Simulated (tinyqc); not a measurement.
Charge neutrality level from zone-averaged pseudopotential bands, step by step. Values are carried at full precision from step to step, so a last printed digit may differ when a step is redone from the rounded ones.

Empirical pseudopotential on the fcc lattice, atoms at +/- tau, tau = a (1,1,1)/8, no spin-orbit coupling. H(G,G') = c (2 pi/a)^2 |k + G|^2 delta + VS(q) cos(q.tau) + i VA(q) sin(q.tau), q = G - G', c = hbar^2/2m0; k and G in units of 2 pi/a; VS at |q|^2 = 3, 8, 11 and VA at 3, 4, 11, in rydberg, zero elsewhere. At each k the basis holds all G with |k + G|^2 up to 16; energies are counted from the fourth level at Gamma.

Mesh: k = sum_i (n_i + 1/2)/N b_i, n_i = 0 ... N - 1, b = (-1,1,1), (1,-1,1), (1,1,-1); points with the same sorted |kx|, |ky|, |kz| after folding to the shortest k + G are joined, with their count as weight. Neutrality (branch-point) level: E_N = (1/2) mean over k of [E5 + (E3 + E4)/2], E_n the n-th level from below.

Constants: hbar^2/2m0 = 3.80998211 eV angstrom^2; Ry = 13.60569312 eV.

Values chosen for the exercise (classic local form factors of the size used for GaP, without spin-orbit coupling; shifted at random, so the results belong to these values and not to a real crystal): a = 5.452 angstrom (lattice constant); VS = (-0.22, 0.029, 0.07) Ry (symmetric form factors); VA = (0.122, 0.07, 0.021) Ry (antisymmetric form factors); mesh = 4 (points along each reciprocal vector).

## Levels on the mesh

Diagonalise at each joined point.

Levels (eV):
```
kx          ky      kz  weight       E3       E4      E5      E6
0.1250  0.1250  0.1250       2  -0.1714  -0.1714  3.3826  5.5496
0.3750  0.1250  0.1250       6  -0.9396  -0.8979  3.9326  5.1563
0.3750  0.3750  0.1250       6  -1.7845  -0.5427  3.9435  5.7007
0.3750  0.3750  0.3750       2  -0.8086  -0.8086  2.7137  5.6166
0.6250  0.1250  0.1250       6  -2.1009  -1.7367  3.1373  4.4040
0.6250  0.3750  0.1250      12  -2.7286  -1.4572  4.4377  5.1591
0.6250  0.3750  0.3750       6  -1.8246  -1.1926  3.4642  5.2144
0.6250  0.6250  0.1250       6  -3.3792  -1.4625  3.4831  6.6755
0.8750  0.1250  0.1250       6  -2.8163  -2.1802  2.5311  3.5431
0.8750  0.3750  0.1250      12  -3.4602  -2.3386  3.9292  5.7843
```

## Gaps

Level 5 at Gamma, at the lowest of (f,0,0) with f = 0.8, 0.85, 0.9, 1, and at (1/2,1/2,1/2).

gaps to Gamma, Delta/X, L (eV): [2.5935, 2.2017, 2.5591]

## The neutrality level

Energies are counted from the valence top at Gamma. E_N = (1/2) weighted mean of [E5 + (E3 + E4)/2]. Compare with half the smallest indirect gap, min(Delta/X, L)/2, and give the barrier for electrons in the limit of full pinning, min(gaps) - E_N.

mean of E5 = 3.6804 eV
mean of (E3 + E4)/2 = -1.9444 eV
E_N = 0.8680 eV
half the indirect gap = 1.1009 eV
pinned barrier for electrons = 1.3337 eV

E_N lies at 39 % of the gap from the valence top, so pinned contacts have the lower barrier for holes. The two estimates differ by 0.23 eV; both rules are good to a few tenths of an eV only, so a position within that distance of a band edge or of mid-gap is not settled. Local form factors place the indirect gaps only to a few tenths of an eV, and E_N moves with them. Spin-orbit coupling, left out, would lift the valence top by a third of its splitting.

## Checks

- Sum of the weights against N^3: both 64.

(tinyqc, `OMP_NUM_THREADS=1 python tinyqc.py 1880634 1880635 out.jsonl`, Intel(R) Xeon(R) Processor @ 2.30GHz, 1 thread, shared host, about 0.1 s.)
